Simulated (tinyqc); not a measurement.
# Changing the lattice temperature T

Model: two-valley model of the transferred-electron effect. Computed by tinyqc, a small Python program. Command: `OMP_NUM_THREADS=1 python tinyqc.py 3020839 3020840 out.jsonl gunn sweep`. One thread of a shared host (Intel(R) Xeon(R) Processor @ 2.30GHz), about 0.01 s of CPU time with the checks.

Both kinds of valley share one electron temperature T_e, and each has a constant mobility.

Inputs (values chosen for the exercise, modelled on GaN):
```
quantity,value,unit
central-valley mass m1,0.21,m_0
satellite-valley mass m2,0.43,m_0
satellite valleys Z,6,-
valley separation dE,1.2,eV
central-valley mobility mu1,950,cm^2/(V s)
satellite-valley mobility mu2,55,cm^2/(V s)
energy relaxation time tau_E,0.089,ps
```

Solver: bisection.

Constants: k_B = 8.617333262e-05 eV/K.

Method. Density-of-states ratio R = Z (m2/m1)^(3/2); n2/n1 = R exp(-dE/(k_B T_e)); mean mobility mu = (mu1 + mu2 n2/n1)/(1 + n2/n1); energy balance e mu F^2 = (3/2) k_B (T_e - T)/tau_E; v = mu F. Using T_e as the parameter, F(T_e) = sqrt(3 k_B (T_e - T)/(2 e mu tau_E)) and v = mu F; find the first maximum and the next minimum of v, and the most negative dv/dF between them.

One run for each value:
```
lattice temperature T (K),peak velocity (1e7 cm/s),threshold field (kV/cm),peak-to-valley ratio,most negative differential mobility (cm^2/(V s))
77,6.0290,88.275,1.0739,-57.074
110,6.0019,88.410,1.0712,-55.362
140,5.9772,88.546,1.0688,-53.807
200,5.9281,88.854,1.0639,-50.704
270,5.8710,89.284,1.0583,-47.096
370,5.7900,90.046,1.0504,-41.970
510,5.6780,91.465,1.0398,-34.864
700,5.5292,94.281,1.0262,-25.391
```

Describe and explain the trends.

Over the rows, peak velocity (1e7 cm/s) falls from 6.03 to 5.53 (exponent d ln y / d ln x -0.013 between the first rows and -0.084 between the last); threshold field (kV/cm) rises from 88.3 to 94.3 (exponent d ln y / d ln x 0.0043 between the first rows and 0.096 between the last); peak-to-valley ratio falls from 1.07 to 1.03 (exponent d ln y / d ln x -0.0070 between the first rows and -0.041 between the last). The mobilities are held fixed, so T acts only through T_e - T in the energy balance: a hotter lattice reaches the transfer temperature with less power, and v^2 = (3/2) mu k_B (T_e - T)/(e tau_E) is lower there.

Caution (all rows): T_e at the threshold exceeds 3000 K, outside the range of a Maxwellian in parabolic valleys.

Extremes, crossings and ranges named in words are read from the listed rows.
